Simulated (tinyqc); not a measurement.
Leakage currents through a thin dielectric. From tunnel current density back to thickness t. Computed by tinyqc, a small Python program. Command: `OMP_NUM_THREADS=1 python tinyqc.py 3002099 3002100 out.jsonl leak inv`. One thread of a shared host (Intel(R) Xeon(R) Processor @ 2.30GHz), about 0.2 s of CPU time with the checks.

Electrons leave an electrode with Fermi energy E_F above its band bottom; barriers are counted from the Fermi level, and both electrodes are alike.

Inputs (values chosen for the exercise, modelled on Ta2O5):
```
quantity,value,unit
barrier height phi_B,0.745,eV
tunnelling mass m,0.34,m_0
electrode Fermi energy E_F,0.19,eV
electrode mass m_e,1,m_0
voltage V,1.6,V
temperature T,300,K
```

Stack: single layer.

Constants: k_B = 8.617333262e-05 eV/K; m_0 = 9.1093837015e-31 kg; e = 1.602176634e-19 C; hbar = 1.054571817e-34 J s; k_B = 1.380649e-23 J/K.

Method:
- Field F = V/t; equivalent oxide thickness 3.9 t/k.
- WKB: a layer of mass m, field F and barrier b(x) = b_0 - e F x gives the exponent (4 sqrt(2 m)/(3 hbar e F)) [b_0^(3/2) - max(b_0 - e F t, 0)^(3/2)] for b_0 > 0; b_0 = barrier - (E - E_F); the transmission is D(E) = exp(-sum of exponents), without image force.
- Tsu-Esaki: J = (e m_e k_B T/(2 pi^2 hbar^3)) int D(E) ln[(1 + exp((E_F - E)/k_B T))/(1 + exp((E_F - eV - E)/k_B T))] dE over the normal energy E (its change with the mass at an interface is neglected) from max(0, E_F - 3 eV) to E_F + largest barrier, by 100 Gauss-Legendre points in each part, split at E_F - 0.3 eV (if inside the range) and E_F + 8 k_B T.
- The mean energy weights E - E_F by the integrand.

Task: A run gave the result below. Find the thickness t, known to lie between 7.2 and 19 nm.

tunnel current density = 5.848077 A/cm^2

Result:

Each step takes the trial c = (a f_b - b f_a)/(f_b - f_a), f being the result less the target and a, b, c the logarithms of the listed values; c replaces end b, the old b replaces a if the sign of f changed, and otherwise f_a is halved.

Scan of the range:
```
thickness t (nm),tunnel current density (A/cm^2)
7.20,5.37958e+02
8.46,7.15464e+01
9.95,7.67093e+00
11.70,7.20354e-01
13.70,7.40695e-02
16.20,8.87720e-03
19.00,1.81242e-03
```

False position (Illinois rule, in the logarithm of the input) inside the bracket:
```
step,end a,end b,trial,tunnel current density (A/cm^2)
1,9.9500,11.7000,10.3819,4.15985
2,9.9500,10.3819,10.0993,6.19604
3,10.3819,10.0993,10.1471,5.78970
4,10.0993,10.1471,10.1402,5.84644
5,10.0993,10.1402,10.1398,5.84961
6,10.1402,10.1398,10.1400,5.84808
7,10.1398,10.1400,10.1400,5.84808
```

Tunnel current density falls at every point of a 13-point scan of the range (every second point is shown), so one value fits; it is bracketed by 9.95 and 11.7. Answer: thickness t = 10.14 nm.
